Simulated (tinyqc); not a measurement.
A barrier in a uniform field, exact transmission by Airy functions: one step of the calculation.

The left lead has its band edge at 0, the barrier edge falls as U(x) = U0 - F x with F = V/d for 0 < x < d, and the right lead has its edge at -V. No transverse momentum; C = hbar^2/(2 m0); psi and psi'/m are continuous. M carries (psi, psi'/m) across the barrier.

Problem. Scaled variables. Energy scale e = (C F^2/m1)^(1/3), z(x) = (U(x) - E)/e, s = (dz/dx)/m1 = -F/(e m1); v = k/m in a lead. vL = sqrt(mL E/C)/mL, vR = sqrt(mR (E + V)/C)/mR.

Parameters, values chosen for the exercise; U0 - E and the mass are of the order of those of zirconium oxide on silicon:
- mL = 0.89 m0 (mass in the left lead)
- U0 = 1.9 eV (barrier edge at x = 0)
- m1 = 0.26 m0 (mass in the barrier)
- E = 0.56 eV (electron energy)
- d = 1.2 nm (barrier width)
- V = 0.26 V (voltage across the barrier)
- mR = 0.89 m0 (mass in the right lead)

Constants: q = 1.602176634e-19 C, hbar = 1.054571817e-34 J s, m0 = 9.1093837015e-31 kg, hbar^2/(2 m0) = 0.0380998212 eV nm^2. Results are converted to the units shown.

Give: F; e; z1; z2; s; vL; vR.

Solution.

F = 0.2167 V/nm
e = 0.1902 eV
z1 = 7.046
z2 = 5.679
s = -4.382 1/nm
vL = 4.064 1/nm
vR = 4.918 1/nm

Both z are positive: the whole barrier is forbidden.

Range of the model: Masses are held fixed, although real bands cease to be parabolic a few tenths of an eV from their edges.

Program tinyqc, `OMP_NUM_THREADS=1 python tinyqc.py 2580124 2580125 out.jsonl`; Intel Xeon 2.30GHz, shared host, one thread, about 0.01 s.
